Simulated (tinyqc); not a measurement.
Virtual-crystal alloy A(1-x)B(x) in sp3s* tight binding: one step. The Hamiltonian at X. Three cases, with inputs chosen for the exercise.

Problem. k = (1,0,0); parameters in the order Esa, Epa, Esc, Epc, Exa, Exc, Vss, Vxx, Vxy, Vsapc, Vscpa, Vxapc, Vpaxc.

sp3s* tight binding, nearest neighbours only: anion (a) at 0, cation (c) at a/4 (1,1,1), orbitals s, px, py, pz, s* on each; k in units of 2 pi/a. With phases e_j = exp(i (pi/2) k.n_j) for n = (1,1,1), (1,-1,-1), (-1,1,-1), (-1,-1,1): g0 = (e1+e2+e3+e4)/4, g1 = (e1+e2-e3-e4)/4, g2 = (e1-e2+e3-e4)/4, g3 = (e1-e2-e3+e4)/4. The diagonal holds the levels Esa, Epa, Exa (s*) and Esc, Epc, Exc. Anion-cation block: <sa|sc> = Vss g0; <sa|xc> = Vsapc g1; <xa|sc> = -Vscpa g1; <xa|xc> = Vxx g0; <xa|yc> = <ya|xc> = Vxy g3, <xa|zc> = <za|xc> = Vxy g2, <ya|zc> = <za|yc> = Vxy g1; <s*a|xc> = Vxapc g1; <xa|s*c> = -Vpaxc g1; y and z take g2 and g3 in place of g1; s-s* and s*-s* vanish.

Case 1.

parameters (eV): Esa -8.445160, Epa 0.933480, Esc -1.653600, Epc 4.074920, Exa 8.331840, Exc 7.111840, Vss -5.818453, Vxx 1.938175, Vxy 4.445368, Vsapc 2.672121, Vscpa 5.752115, Vxapc 3.709011, Vpaxc 4.619479

Case 2.

parameters (eV): Esa -8.595720, Epa 0.946370, Esc -1.991040, Epc 3.661200, Exa 7.437330, Exc 6.736590, Vss -6.078133, Vxx 1.863448, Vxy 4.409253, Vsapc 3.950551, Vscpa 5.454894, Vxapc 3.867680, Vpaxc 4.388284

Case 3.

parameters (eV): Esa -7.870120, Epa 0.956600, Esc -3.226120, Epc 3.315400, Exa 7.705200, Exc 6.376380, Vss -6.321827, Vxx 1.769659, Vxy 4.611266, Vsapc 4.720321, Vscpa 5.227895, Vxapc 4.932627, Vpaxc 4.517538

Give: g0, g1, g2, g3; H.

Solution.

Case 1.

g0, g1, g2, g3: [0.0000, 1.0000i, 0.0000, 0.0000]

H (eV):
```
           sa       xa        ya        za       s*a        sc       xc       yc       zc       s*c
sa    -8.4452        0         0         0         0         0  2.6721i        0        0         0
xa          0   0.9335         0         0         0  -5.7521i        0        0        0  -4.6195i
ya          0        0    0.9335         0         0         0        0        0  4.4454i         0
za          0        0         0    0.9335         0         0        0  4.4454i        0         0
s*a         0        0         0         0    8.3318         0  3.7090i        0        0         0
sc          0  5.7521i         0         0         0   -1.6536        0        0        0         0
xc   -2.6721i        0         0         0  -3.7090i         0   4.0749        0        0         0
yc          0        0         0  -4.4454i         0         0        0   4.0749        0         0
zc          0        0  -4.4454i         0         0         0        0        0   4.0749         0
s*c         0  4.6195i         0         0         0         0        0        0        0    7.1118
```

Case 2.

g0, g1, g2, g3: [0.0000, 1.0000i, 0.0000, 0.0000]

H (eV):
```
           sa       xa        ya        za       s*a        sc       xc       yc       zc       s*c
sa    -8.5957        0         0         0         0         0  3.9506i        0        0         0
xa          0   0.9464         0         0         0  -5.4549i        0        0        0  -4.3883i
ya          0        0    0.9464         0         0         0        0        0  4.4093i         0
za          0        0         0    0.9464         0         0        0  4.4093i        0         0
s*a         0        0         0         0    7.4373         0  3.8677i        0        0         0
sc          0  5.4549i         0         0         0   -1.9910        0        0        0         0
xc   -3.9506i        0         0         0  -3.8677i         0   3.6612        0        0         0
yc          0        0         0  -4.4093i         0         0        0   3.6612        0         0
zc          0        0  -4.4093i         0         0         0        0        0   3.6612         0
s*c         0  4.3883i         0         0         0         0        0        0        0    6.7366
```

Case 3.

g0, g1, g2, g3: [0.0000, 1.0000i, 0.0000, 0.0000]

H (eV):
```
           sa       xa        ya        za       s*a        sc       xc       yc       zc       s*c
sa    -7.8701        0         0         0         0         0  4.7203i        0        0         0
xa          0   0.9566         0         0         0  -5.2279i        0        0        0  -4.5175i
ya          0        0    0.9566         0         0         0        0        0  4.6113i         0
za          0        0         0    0.9566         0         0        0  4.6113i        0         0
s*a         0        0         0         0    7.7052         0  4.9326i        0        0         0
sc          0  5.2279i         0         0         0   -3.2261        0        0        0         0
xc   -4.7203i        0         0         0  -4.9326i         0   3.3154        0        0         0
yc          0        0         0  -4.6113i         0         0        0   3.3154        0         0
zc          0        0  -4.6113i         0         0         0        0        0   3.3154         0
s*c         0  4.5175i         0         0         0         0        0        0        0    6.3764
```

Computed by tinyqc, one run a case: `OMP_NUM_THREADS=1 python tinyqc.py N N+1 out.jsonl` with N = 1480822, 1481479, 1482182; one thread of a shared Intel(R) Xeon(R) Processor @ 2.30GHz, about 0.1 s a run at most.
